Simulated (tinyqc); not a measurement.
From results back to parameters: heterojunction of two tight-binding chains. Five cases, with inputs chosen for the exercise.

Problem. A state bound at the interface below both bands solves E - 2 t1 - U + t1 z1 + (tc^2/t2) z2 = 0, with z the root of z + 1/z = 2 - (E - bottom)/t that has |z| < 1. Its energy was computed for a hidden U.

Left chain: hopping -t1, sites at 2 t1 (band bottom 0). Right chain: hopping -t2, sites at dE + 2 t2 (bottom dE). t = c/(m a^2), c = hbar^2/2m0. The bond across the interface is -tc with tc = f sqrt(t1 t2), and the last left site has the extra energy U. In a chain E = bottom + 2t (1 - cos(ka)); the surface Green function of a half chain is g = -exp(ika)/t, with Im k > 0 where cos(ka) > 1.

Constants: hbar^2/2m0 = 3.80998211 eV angstrom^2.

Find: z1, z2; U.

Method. Form the hoppings, solve the two quadratics for z, and read U from the equation, which is linear in it.

Case 1.

Values chosen (masses and offset of the size met at GaAs / AlGaAs; not measured data):
- a = 4 angstrom (site spacing)
- m1 = 0.069 m0 (mass on the left)
- m2 = 0.086 m0 (mass on the right)
- dE = 0.24 eV (band offset)
- f = 1 (factor on the interface hopping)

E = -0.054735 eV

Solution.

z1, z2: 0.8817  0.7227

U = -1.42 eV

Case 2.

Values chosen (masses and offset of the size met at GaN / AlGaN; not measured data):
- a = 4 angstrom (site spacing)
- m1 = 0.2 m0 (mass on the left)
- m2 = 0.252 m0 (mass on the right)
- dE = 0.44 eV (band offset)
- f = 1 (factor on the interface hopping)

E = -0.111270 eV

Solution.

z1, z2: 0.7375  0.4741

U = -1.05 eV

Case 3.

Values chosen (masses and offset of the size met at InAs / GaSb; not measured data):
- a = 2.8 angstrom (site spacing)
- m1 = 0.026 m0 (mass on the left)
- m2 = 0.042 m0 (mass on the right)
- dE = 0.97 eV (band offset)
- f = 1.27 (factor on the interface hopping)

E = -0.449986 eV

Solution.

z1, z2: 0.8564  0.7057

U = -0.55 eV

Case 4.

Values chosen (masses and offset of the size met at InGaAs / InAlAs; not measured data):
- a = 2.8 angstrom (site spacing)
- m1 = 0.043 m0 (mass on the left)
- m2 = 0.078 m0 (mass on the right)
- dE = 0.44 eV (band offset)
- f = 1.22 (factor on the interface hopping)

E = -0.271873 eV

Solution.

z1, z2: 0.8565  0.7143

U = -1.18 eV

Case 5.

Values chosen (masses and offset of the size met at InGaAs / InP; not measured data):
- a = 4 angstrom (site spacing)
- m1 = 0.038 m0 (mass on the left)
- m2 = 0.087 m0 (mass on the right)
- dE = 0.27 eV (band offset)
- f = 1.15 (factor on the interface hopping)

E = -0.041104 eV

Solution.

z1, z2: 0.9222  0.7149

U = -0.87 eV

Computed by tinyqc, one run a case: `OMP_NUM_THREADS=1 python tinyqc.py N N+1 out.jsonl` with N = 1481716, 1481809, 1481817, 1481913, 1482336; one thread of a shared Intel(R) Xeon(R) Processor @ 2.30GHz, about 0.01 s a run at most.
